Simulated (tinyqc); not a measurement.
# Trench capacitor in an array: capacitance, non-linearity, leakage and relaxation: what changes with what

A film between two metal electrodes, each interface adding a series capacitance ci. The small-signal permittivity is ek (1 + aq E^2); the field is found with the linear permittivity. Leakage J = J0 sinh(E/Ef). After a voltage step the film passes a relaxation current kr C V tt^(-nr), tt being the time in seconds. The sidewall is a coaxial capacitor with radii a = dm/2 - t and b = dm/2, depth AR dm; the end face is left out.

Values chosen for this exercise; permittivity of the order of that of silicon nitride: relative permittivity of the film ek = 7.02; film thickness t = 19 nm; capacitance of each electrode interface (dead layer and screening) ci = 1000 uF/cm^2; quadratic field coefficient of the permittivity aq = 0.0033 cm^2/MV^2; bias V = 2.4 V; exponent of the relaxation current nr = 0.995; strength of the relaxation kr = 0.0051; leakage prefactor J0 = 1.2e-10 A/cm^2; field for an e-fold rise of the leakage Ef = 0.26 MV/cm; aspect ratio, depth over diameter AR = 50; pitch of the square array pt = 240 nm; resistivity of the inner electrode rho = 490 uohm cm; duration of the write pulse t0 = 1e-8 s.

Constants: eps0 = 8.8541878128e-14 F/cm where lengths are in cm. Results are converted to the units shown.

Each table varies one quantity; the others keep the values above.

## Capacitance, non-linearity and leakage against thickness

Planar film: Cf = eps0 ek/t, 1/C = 1/Cf + 2/ci, EOT = 3.9 eps0/C, effective permittivity C t/eps0, E = (V/t) C/Cf; quadratic coefficient [C(V)/C - 1]/V^2 with Cf (1 + aq E^2) in C(V).

Capacitance, non-linearity and leakage against thickness:
```
t (nm),C (uF/cm^2),EOT (nm),effective permittivity,E (MV/cm),quadratic coefficient (ppm/V^2),J (A/cm^2)
2.6,2.3793,1.4514,6.9866,9.1868,48059,1.3290e5
3.9,1.5887,2.1736,6.9977,6.1343,21482,1.0584
5.8,1.0694,3.2291,7.0050,4.1291,9745.8,4.7339e-4
8.5,0.73018,4.7291,7.0097,2.8194,4547.3,3.0732e-6
13,0.47767,7.2291,7.0133,1.8444,1947.1,7.2269e-8
19,0.32693,10.562,7.0154,1.2623,912.33,7.7033e-9
28,0.22189,15.562,7.0169,0.85676,420.36,1.6168e-9
41,0.15156,22.785,7.0179,0.58519,196.13,5.6336e-10
60,0.10357,33.340,7.0185,0.39992,91.610,2.6647e-10
```

C falls from 2.38 to 0.104 uF/cm^2 while the effective permittivity goes from 6.99 to 7.02 (ek = 7.02). EOT is a straight line in t with slope 3.9/ek = 0.556 and intercept 0.00691 nm. The quadratic coefficient goes as t^(-1.99) between the first two rows and t^(-2.00) between the last two (-2 without interfaces), and J falls by 14.7 decades. For t = 2.6, 3.9 direct tunnelling, left out, would add to the leakage.

## Cell against the diameter of the hole

Per length 1/c = ln(b/a)/(2 pi eps0 ek) + (1/a + 1/b)/(2 pi ci); cell capacitance c AR dm; per footprint over pt^2; fields c V/(2 pi eps0 ek r) at r = a and b; resistance of the inner electrode rho AR dm/(pi a^2); time constant R C/3 of the distributed line. The pitch is scaled as pt dm/(110 nm).

Cell against the diameter of the hole:
```
dm (nm),cell capacitance (fF),per footprint (uF/cm^2),field at a (MV/cm),field at b (MV/cm),R (kohm),R C/3 (ps)
49,0.6399,5.598,2.918,0.6551,126.3,26.94
66,1.502,7.243,1.998,0.8476,26.26,13.15
88,3.038,8.240,1.697,0.9642,10.98,11.12
120,6.150,8.971,1.536,1.050,5.567,11.41
160,11.51,9.449,1.450,1.106,3.353,12.87
210,20.53,9.779,1.397,1.144,2.214,15.15
280,37.46,10.04,1.359,1.175,1.491,18.62
380,70.38,10.24,1.331,1.198,1.013,23.78
```

Read the table: what changes, and by how much?

As dm goes from 49 to 380, the cell capacitance rises from 0.640 to 70.4 fF, the capacitance per footprint rises from 5.60 to 10.2 uF/cm^2, the ratio of the two fields falls from 4.45 to 1.11 and R C/3 goes from 26.9 through a minimum of 11.1 (at dm = 88 among the rows listed) to 23.8 ps; the time constant goes as dm^(-2.41) between the first two rows and dm^(0.80) between the last two.

## Charge lost after writing

Planar film: Cf = eps0 ek/t, 1/C = 1/Cf + 2/ci, EOT = 3.9 eps0/C, effective permittivity C t/eps0, E = (V/t) C/Cf. A capacitor written for t0 and then left open loses, as a share of C V, kr (tt^(1 - nr) - t0^(1 - nr))/(1 - nr) by relaxation and J tt/(C V) by leakage; both are taken as small, and rows far outside that range are left out.

The same in every row: leakage current (nA/cm^2) = 7.703.

Results:
```
tt (s),relaxation current (nA/cm^2),loss by relaxation (%),loss by leakage (%),total loss (%)
1e-6,3.734e6,2.167,9.818e-7,2.167
1e-5,3.778e5,3.269,9.818e-6,3.269
0.0001,3.821e4,4.384,9.818e-5,4.384
0.001,3866,5.512,9.818e-4,5.513
0.1,39.56,7.807,0.09818,7.905
1,4.002,8.975,0.9818,9.957
```

Estimate the missing row, tt = 0.01 s.

Computed row:
```
tt (s),relaxation current (nA/cm^2),loss by relaxation (%),loss by leakage (%),total loss (%)
0.01,391.0,6.653,0.009818,6.663
```

With this row back in the table: The two currents are equal at tt = 0.518 s. The loss by relaxation grows from 2.17 to 8.97 %, by 1.10 points over the first decade and 1.17 over the last, while the loss by leakage grows tenfold a decade. Relaxation is the larger loss in every row.

Numbers from tinyqc (`OMP_NUM_THREADS=1 python tinyqc.py 2102002 2102003 out.jsonl`; about 0.01 s on one thread of a shared Intel Xeon 2.30GHz).
